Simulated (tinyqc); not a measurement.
## Film and buried-oxide thickness from two coupling ratios

Question. In a depleted film -dVT/dVb is k1 = Cs Cbox/(Cox (Cs + Cbox)) for a front channel and k2 = Cbox (Cox + Cs)/(Cox Cs) for a back channel, with Cox = eps0 eox/tox, Cs = eps0 eps_r/ts, Cbox = 3.9 eps0/tb. Find ts and tb.

Inputs (values chosen for the exercise); band and dielectric values close to those of silicon: relative permittivity eps_r = 11.6; relative permittivity of the gate insulator (close to zirconium oxide) eox = 25.1; insulator thickness tox = 7.5 nm.

coupling ratios for a front and a back channel: [0.0081400939, 0.030897739]

Answer. With y = Cox/Cs and z = Cox/Cbox, 1/k1 = y + z and k2 = (1 + y)/z, so y = (k2/k1 - 1)/(1 + k2); the thicknesses follow from y and z.

ts = 9.400 nm
tb = 140.0 nm

Numbers from tinyqc (`OMP_NUM_THREADS=1 python tinyqc.py 2190043 2190044 out.jsonl`; about 0.3 s on one thread of a shared Intel Xeon 2.30GHz).
